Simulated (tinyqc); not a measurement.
Hole mobility in a silicon inversion layer, empirical terms and Matthiessen rule: two steps of the calculation.

Inversion layer of sheet density Ns on a uniformly doped body. The mobility terms are empirical power laws with prefactors chosen for the exercise; adding their inverses (Matthiessen) is itself an approximation.

Values chosen for this exercise; material values close to those of silicon:
```
symbol   value        unit                                                meaning
T          300           K                                            temperature
eps_r     11.9                         relative permittivity of the semiconductor
Nb      1.7e17       cm^-3                                            body doping
eta     0.3333              weight of the inversion charge in the effective field
Cox       0.79     uF/cm^2                                       gate capacitance
Ap         120  cm^2/(V s)           phonon-limited mobility at 1 MV/cm and 300 K
As         304  cm^2/(V s)                  roughness-limited mobility at 1 MV/cm
gs         1.3                                     exponent of the roughness term
Ac        1800  cm^2/(V s)                                      Coulomb prefactor
Nit     1.5e10       cm^-2                                charge at the interface
WL           1                                                          ratio W/L
Vd        0.01           V                                          drain voltage
I        0.531          uA                                measured linear current
```

Constants: q = 1.602176634e-19 C, eps0 = 8.8541878128e-14 F/cm where lengths are in cm. Results are converted to the units shown.

Task 1. Inversion density for the measured current. I = (W/L) q Ns mu Vd. E = q (Ndep + eta Ns)/(eps0 eps_r) in MV/cm. With t = T/(300 K): muC = Ac (Ns/1e12 cm^-2) t/(Nb/1e17 cm^-3 + Nit/1e11 cm^-2), muP = Ap E^(-1/3) t^(-1.75), muS = As E^(-gs); 1/mu is the sum of the inverses. Ns(new) = I/((W/L) q mu Vd).

Ns after iteration 1 = 2.4115314e12 cm^-2
Ndep = 1.3680768e12 cm^-2

Wanted: E; mu; Ns after iteration 2.

Result 1.

E = 0.3302 MV/cm
mu = 143.6 cm^2/(V s)
Ns after iteration 2 = 2.309e12 cm^-2

Task 2. Split C-V extraction. Q(Vg) is the trapezoid sum of Cgc from the first point (where Q is taken as 0); mu_eff = I/((W/L) Q Vd); mu_FE = (dI/dVg)/((W/L) Cox Vd) with a backward difference. Listed from point 4 on.

| point | Vg (V) | Cgc (uF/cm^2) | I (uA) |
|---|---|---|---|
| 0 | 0 | 1.9846157e-4 | 3.1332500e-9 |
| 1 | 0.1 | 0.0031333346 | 7.8121164e-7 |
| 2 | 0.2 | 0.046892609 | 1.7586578e-4 |
| 3 | 0.3 | 0.395 | 0.014424449 |
| 4 | 0.4 | 0.74310739 | 0.10530732 |
| 5 | 0.5 | 0.78686667 | 0.22874519 |
| 6 | 0.6 | 0.78980154 | 0.34836414 |
| 7 | 0.7 | 0.78998747 | 0.46061651 |
| 8 | 0.8 | 0.78999921 | 0.56587158 |
| 9 | 0.9 | 0.78999995 | 0.66483282 |
| 10 | 1 | 0.79000000 | 0.75816589 |
| 11 | 1.1 | 0.79000000 | 0.84645138 |
| 12 | 1.2 | 0.79000000 | 0.93018698 |

Find: Q; mu_eff; mu_FE.

Result 2.

| point | Q (uC/cm^2) | mu_eff (cm^2/(V s)) | mu_FE (cm^2/(V s)) |
|---|---|---|---|
| 4 | 0.08167 | 128.9 | 115.0 |
| 5 | 0.1582 | 144.6 | 156.3 |
| 6 | 0.2370 | 147.0 | 151.4 |
| 7 | 0.3160 | 145.8 | 142.1 |
| 8 | 0.3950 | 143.3 | 133.2 |
| 9 | 0.4740 | 140.3 | 125.3 |
| 10 | 0.5530 | 137.1 | 118.1 |
| 11 | 0.6320 | 133.9 | 111.8 |
| 12 | 0.7110 | 130.8 | 106.0 |

At the last point mu_FE is 19 % below mu_eff: where the mobility falls with gate voltage the slope of I understates it.

Numbers from tinyqc (`OMP_NUM_THREADS=1 python tinyqc.py 2510040 2510041 out.jsonl`; about 0.01 s on one thread of a shared Intel Xeon 2.30GHz).
